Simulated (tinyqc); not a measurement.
Global model of a low-pressure process discharge: electron temperature, density, ion flux and ion energy: one step, computed by the program tinyqc. Command: `OMP_NUM_THREADS=1 python tinyqc.py 3113676 3113677 out.jsonl plasma walk`. One thread of a shared host (Intel(R) Xeon(R) Processor @ 2.30GHz), about 0.01 s of CPU time with the checks.

Maxwellian electrons with temperature T_e in eV, one positive ion, no negative ions, uniform bulk density n; rate constants have the Arrhenius form.

Question. Electron temperature. Particle balance: K0 exp(-E_iz/T_e) n_g d_eff = u_B, u_B = sqrt(e T_e/M). Root found by bracketing.

Inputs (values chosen for the exercise, of the order of those of an inductive discharge in a simple atomic gas):
```
quantity                   value   unit
ion mass M                    40      u
ionisation prefactor K0  5.9e-14  m^3/s
ionisation energy E_iz      14.5     eV
gas temperature T_g          400      K
```

gas density n_g = 1.068338e+20 1/m^3

d_eff = 14.54009 cm

Constants: e = 1.602176634e-19 C; u = 1.6605390666e-27 kg.

Give: T_e; Bohm velocity u_B; K_iz.

Answer.

T_e = 2.444 eV

Bohm velocity u_B = 2428 m/s

K_iz = 1.563e-16 m^3/s
